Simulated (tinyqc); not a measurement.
Mobility and threshold from two currents.

Question. In the linear region I = mu Cox (W/L) [(Vgs - VT) Vds - m Vds^2/2], Cox = eps0 eox/tox. Find mu and VT.

Parameters, values chosen for the exercise:
- eox = 3.71 (relative permittivity of the gate insulator)
- tox = 9 nm (insulator thickness)
- W = 1 um (gate width)
- L = 2 um (gate length)

Constants: eps0 = 8.8541878128e-14 F/cm where lengths are in cm. Results are converted to the units shown.

I at Vgs = 0.51 and 1.01 V, Vds = 0.05 V (uA): [0.88417291, 2.0703881]
m = 1.1166102

Solution. The slope dI/dVgs is mu Cox (W/L) Vds; the line meets zero current at VT + m Vds/2.

mu = 260.0 cm^2/(V s)
VT = 0.1094 V

tinyqc, about 0.05 s, one thread, Intel Xeon 2.30GHz (shared host): `OMP_NUM_THREADS=1 python tinyqc.py 2360054 2360055 out.jsonl`
